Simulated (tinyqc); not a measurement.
Ground states by the convex hull: cluster expansion of a binary alloy: correlations, fit, cross-validation and ground states. Computed by tinyqc, a small Python program. Command: `OMP_NUM_THREADS=1 python tinyqc.py 3022665 3022666 out.jsonl clex walk`. One thread of a shared host (Intel(R) Xeon(R) Processor @ 2.30GHz), about 0.09 s of CPU time with the checks.

s = +1 for A and -1 for B. Energy per site E = J0 + J1 P(point) + sum over clusters of m V P, with P the mean product of spins; V > 0 on a pair favours unlike neighbours. Clusters per site m: pair 1 2, pair 2 2, pair 3 2, triplet 4; the triplet is two first-neighbour bonds at a right angle. Formation energies are counted from the line between pure A and pure B, which removes J0 and J1.

Inputs (values chosen for the exercise, for a model alloy):
```
quantity,value,unit
first-pair interaction V1,16.9,meV
second-pair interaction V2,2.6,meV
third-pair interaction V3,0.89,meV
triplet interaction Vt,1.4,meV
noise amplitude,4.1,meV/site
```

Lattice: square.

Method:
- Design matrix of formation energies: m (P - 1) for pairs and m (P(triplet) - P(point)) for the triplet; x = (1 - P(point))/2.
- Exact: X V with V = (V1, V2, V3, Vt). The data to fit add the noise amplitude times the normal numbers, standing for what the clusters leave out.
- Leave out pair 3: A = X^T X and b = X^T E (E being the data with noise) over these three columns; solve A V = b. The root-mean-square error runs over the structures between the pure ends.
- Height above the hull = E less the lowest straight line between two structures that bracket x (or the lowest structure at the same x). The three-term fit is X V with the fitted values.

correlations P, counted on periodic cells:
```
,point,pair 1,pair 2,pair 3,triplet
A,1.00000,1.00000,1.00000,1.00000,1.00000
A3B p(2x2),0.50000,0.00000,0.00000,1.00000,-0.50000
A3B c(4x2),0.50000,0.00000,0.00000,0.50000,-0.50000
A2B diagonal rows,0.33333,-0.33333,0.33333,-0.33333,-0.33333
A2B rows,0.33333,0.33333,-0.33333,0.33333,0.33333
AB c(2x2),0.00000,-1.00000,1.00000,1.00000,0.00000
AB p(2x1),0.00000,0.00000,-1.00000,1.00000,0.00000
A2B2 rows,0.00000,0.50000,0.00000,0.00000,0.00000
AB2 diagonal rows,-0.33333,-0.33333,0.33333,-0.33333,0.33333
AB2 rows,-0.33333,0.33333,-0.33333,0.33333,-0.33333
AB3 p(2x2),-0.50000,0.00000,0.00000,1.00000,0.50000
AB3 c(4x2),-0.50000,0.00000,0.00000,0.50000,0.50000
B,-1.00000,1.00000,1.00000,1.00000,-1.00000
```

standard normal numbers for the noise (0 for the pure ends): A 0.000, A3B p(2x2) -0.562, A3B c(4x2) -0.625, A2B diagonal rows -0.699, A2B rows -0.063, AB c(2x2) 1.642, AB p(2x1) -0.152, A2B2 rows -1.160, AB2 diagonal rows 1.446, AB2 rows -1.940, AB3 p(2x2) 0.836, AB3 c(4x2) -0.898, B 0.000

X:
```
,pair 1,pair 2,pair 3,triplet
A,0.00000,0.00000,0.00000,0.00000
A3B p(2x2),-2.00000,-2.00000,0.00000,-4.00000
A3B c(4x2),-2.00000,-2.00000,-1.00000,-4.00000
A2B diagonal rows,-2.66667,-1.33333,-2.66667,-2.66667
A2B rows,-1.33333,-2.66667,-1.33333,0.00000
AB c(2x2),-4.00000,0.00000,0.00000,0.00000
AB p(2x1),-2.00000,-4.00000,0.00000,0.00000
A2B2 rows,-1.00000,-2.00000,-2.00000,0.00000
AB2 diagonal rows,-2.66667,-1.33333,-2.66667,2.66667
AB2 rows,-1.33333,-2.66667,-1.33333,0.00000
AB3 p(2x2),-2.00000,-2.00000,0.00000,4.00000
AB3 c(4x2),-2.00000,-2.00000,-1.00000,4.00000
B,0.00000,0.00000,0.00000,0.00000
```

fitted V1, V2, Vt (meV): [15.6245, 4.6667, 1.9357]

exact energies (meV/site): A 0.0000, A3B p(2x2) -44.6000, A3B c(4x2) -45.4900, A2B diagonal rows -54.6400, A2B rows -30.6533, AB c(2x2) -67.6000, AB p(2x1) -44.2000, A2B2 rows -23.8800, AB2 diagonal rows -47.1733, AB2 rows -30.6533, AB3 p(2x2) -33.4000, AB3 c(4x2) -34.2900, B 0.0000

root-mean-square error of the three-cluster fit = 3.50109 meV/site

Hull among these structures (meV/site):
```
structure,x,exact E,above hull,fitted E,"above hull, fit"
A,0.0000,0.000,0.000,0.000,0.000
A3B p(2x2),0.2500,-44.600,0.890,-48.325,0.000
A3B c(4x2),0.2500,-45.490,0.000,-48.325,0.000
A2B diagonal rows,0.3333,-54.640,0.000,-53.050,0.000
A2B rows,0.3333,-30.653,23.987,-33.277,19.772
AB c(2x2),0.5000,-67.600,0.000,-62.498,0.000
AB p(2x1),0.5000,-44.200,23.400,-49.916,12.582
A2B2 rows,0.5000,-23.880,43.720,-24.958,37.540
AB2 diagonal rows,0.6667,-47.173,0.000,-42.726,0.000
AB2 rows,0.6667,-30.653,16.520,-33.277,9.449
AB3 p(2x2),0.7500,-33.400,1.980,-32.840,0.000
AB3 c(4x2),0.7500,-34.290,1.090,-32.840,0.000
B,1.0000,0.000,0.000,0.000,0.000
```

lowest exact formation energy = -67.6 meV/site

What follows from these numbers?

On the exact hull: A, A3B c(4x2), A2B diagonal rows, AB c(2x2), AB2 diagonal rows, B. The fit finds A, A3B p(2x2), A3B c(4x2), A2B diagonal rows, AB c(2x2), AB2 diagonal rows, AB3 p(2x2), AB3 c(4x2), B instead; its root-mean-square error is 3.50 meV. A structure at zero height may lie on a tie line without being a vertex, and structures outside this list could lie lower.

Extremes, crossings and ranges named in words are read from the listed rows.
